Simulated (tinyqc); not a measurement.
All approximations against the coupling: Froehlich polaron in a polar crystal. Computed by tinyqc, a small Python program. Command: `OMP_NUM_THREADS=1 python tinyqc.py 3001270 3001271 out.jsonl frohlich walk`. One thread of a shared host (Intel(R) Xeon(R) Processor @ 2.30GHz), about 0.06 s of CPU time with the checks.

One electron in a parabolic band of mass m*, coupled to dispersionless LO phonons in the continuum model. Energies are in units of hbar omega unless marked, wave numbers in k_0 = sqrt(2 m* omega/hbar).

Inputs (values chosen for the exercise, modelled on magnesium oxide):
```
quantity                          value  unit
band mass m*                      0.411   m_0
LO phonon energy hbar omega        84.7   meV
eps_inf                            2.92     -
static dielectric constant eps_s   9.79     -
electron wave number k/k_0         0.83     -
```

Constants: hbar^2/(2 m_0) = 3.80998212 eV angstrom^2; e^2/(4 pi eps_0) = 14.39964548 eV angstrom.

Method:
- 1/eps* = 1/eps_inf - 1/eps_s; k_0 = sqrt(2 m* omega/hbar) = sqrt(m* hbar omega / (hbar^2/(2 m_0))) with m* in m_0; alpha = (e^2/(4 pi eps_0)) k_0/(2 eps* hbar omega); polaron length 1/k_0.
- Feynman's bound: E(v, w) = 3 (v - w)^2/(4 v) - (alpha v/sqrt(pi)) int_0^infinity e^-u D(u)^(-1/2) du, D = w^2 u + ((v^2 - w^2)/v)(1 - e^(-v u)); integrals by 80 Gauss-Legendre points in s from 0 to 1 with u = 40 s^2.
- Minimise over v > w > 0 (simplex search); mass m_p/m* = 1 + (alpha v^3/(3 sqrt(pi))) int u^2 e^-u D^(-3/2) du.
- Other columns: second order -alpha; Landau-Pekar Gaussian -alpha^2/(3 pi); Lee-Low-Pines mass 1 + alpha/6. The polaron energy in meV uses the given hbar omega.

coupling constant alpha = 1.95268

Energies (hbar omega) and masses (m*):
```
alpha  second order   Gaussian   Feynman  Feynman (meV)  mass, LLP  mass, Feynman     v     w
0.49          -0.49  -0.025475  -0.49304        -41.761     1.0817          1.088  3.05  2.94
0.98          -0.98   -0.10190  -0.99250        -84.065     1.1633          1.191  3.11  2.87
2                -2   -0.42441   -2.0554        -174.09     1.3333          1.472  3.25  2.73
3.1            -3.1    -1.0197   -3.2434        -274.72     1.5167          1.942  3.44  2.54
3.8            -3.8    -1.5321   -4.0276        -341.14     1.6333          2.408  3.61  2.41
6.8            -6.8    -4.9062   -7.8193        -662.29     2.1333          12.28  5.53  1.65
9.8            -9.8    -10.190   -13.072        -1107.2     2.6333          100.4  11.9  1.22
13              -13    -17.931   -20.791        -1761.0     3.1667          412.8  22.2  1.11
```

All three energies are upper bounds (-alpha through the Lee-Low-Pines state), and the Feynman value is the lowest in every row. It lies within 5 % of -alpha up to alpha = 3.1; at alpha = 13 it is 1.16 times the Gaussian value, whose alpha^2 law it approaches with a constant shift of about -3 ln 2 - 3/4 = -2.83 (here -2.86). The mass stays within 10 % of 1 + alpha/6 up to alpha = 0.98 and reaches 413 m* in the last row; w falls from 2.94 towards 1 while v grows to 22.2.

Extremes, crossings and ranges named in words are read from the listed rows.
